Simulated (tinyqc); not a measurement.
From results back to parameters: thin-body film or fin with hard walls, valleys of the Ge type.

Problem. In a hard-walled film E_1 = c (pi/t)^2/m_z, c = hbar^2/2m0. The splitting between the lowest levels of two valley groups, on the (111) face, was computed from a hidden thickness.

Constants: hbar^2/2m0 = 3.80998211 eV angstrom^2.

Values chosen for the exercise (out of a larger set: near those of Ge; not measured data): m_za = 1.586 m0 (heavier confinement mass); m_zb = 0.0917 m0 (lighter one).

splitting = 571.533 meV

Find: t; lower level.

Solution. t = pi sqrt(c (1/m_zb - 1/m_za)/splitting).

t = 26.0 angstrom
lower level = 0.0351 eV

Program tinyqc; command `OMP_NUM_THREADS=1 python tinyqc.py 1280414 1280415 out.jsonl`; about 0.01 s on one thread of a shared Intel(R) Xeon(R) Processor @ 2.30GHz.
